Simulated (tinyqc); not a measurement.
Inside a calculation: electrons shared among three sets of ellipsoidal valleys. Values are carried at full precision from step to step, so a last printed digit may differ when a step is redone from the rounded ones.

Constants: hbar^2/2m0 = 3.80998211 eV angstrom^2; kB = 8.617333262e-05 eV/K.

Parameters, chosen for this exercise (masses and offsets near those of GaP; mobilities are free inputs, held fixed; shifted at random, so the results belong to these values and not to a real crystal): ml = (2.086, 1.186, 0.132) m0 (longitudinal masses of X, L, Gamma); mt = (0.2626, 0.143, 0.132) m0 (transverse masses); M = (3, 4, 1) (valleys in each set); T = 77 K; dE = (0, 0.362, 0.448) eV (edges of X, L, Gamma above the first); n = 2e+19 1/cm^3 (total electron density); mu = (210, 380, 1500) cm^2/(V s) (mobility of each set).

## Masses of each set

One valley: m_d = (ml mt^2)^(1/3). Whole set: m_de = M^(2/3) m_d. Mean over three axes: 1/m_c = (1/ml + 2/mt)/3. Anisotropy K = ml/mt.

m_d, m_de, m_c (m0) and K of each set:
```
set       m_d    m_de     m_c     K
X      0.5240  1.0899  0.3706  7.94
L      0.2895  0.7294  0.2023  8.29
Gamma  0.1320  0.1320  0.1320  1.00
```

m_de/m_c is 2.94 for X, 3.61 for L, 1.00 for Gamma: many anisotropic valleys give many states at a light conductivity mass. m_c is the mean over three axes; a set that holds only some of the equivalent valleys conducts with a mass that depends on direction.

## Effective densities of states

N_i = M_i times N = 2 (m kB T/(4 pi c))^(3/2) with c = hbar^2/2m0, in 1/angstrom^3; times 1e24 for 1/cm^3, with m = (ml mt^2)^(1/3).

kT = 0.006635 eV

N_i (1/cm^3): X 3.7128e+18, L 2.0327e+18, Gamma 1.5649e+17

## Fermi level and populations

F_j(eta) = (1/Gamma(j + 1)) integral_0^infinity x^j dx/(1 + exp(x - eta)), which tends to exp(eta) for eta << 0.

Solve n = sum_i N_i F_1/2((EF - dE_i)/kT), energies from the edge of the first set.

EF = 0.0230 eV

eta_i: X 3.46, L -51.09, Gamma -64.05

n_i (1/cm^3): X 2.00e+19, L 0.000132, Gamma 2.38e-11

shares: X 1.0000, L 0.0000, Gamma 0.0000

X holds most electrons (100.0 %). Boltzmann weights N_i exp(-dE_i/kT) would give L a share of 0.0000.

## Drift and Hall mobility of the mixture

With f_i the shares, mu_drift = sum f_i mu_i; low-field Hall mobility mu_H = sum f_i mu_i^2/mu_drift (scattering and anisotropy factors set to 1); the Hall density is n mu_drift/mu_H; rho = 1/(e n mu_drift), e = 1.602176634e-19 C.

mu_drift = 210 cm^2/(V s)
mu_H = 210 cm^2/(V s)
Hall density = 2.00e+19 1/cm^3
rho = 0.00149 ohm cm

A Hall measurement would read 100.0 % of the true density. The mobilities are of the size met in pure crystals; at this density impurities would cut them and raise rho, by a factor of two to ten or more depending on crystal and density.

## Checks

- Share of L at n = 1e10 1/cm^3 against the Boltzmann weight: both 1.109e-24.

Program tinyqc; command `OMP_NUM_THREADS=1 python tinyqc.py 1652792 1652793 out.jsonl`; about 0.03 s on one thread of a shared Intel(R) Xeon(R) Processor @ 2.30GHz.
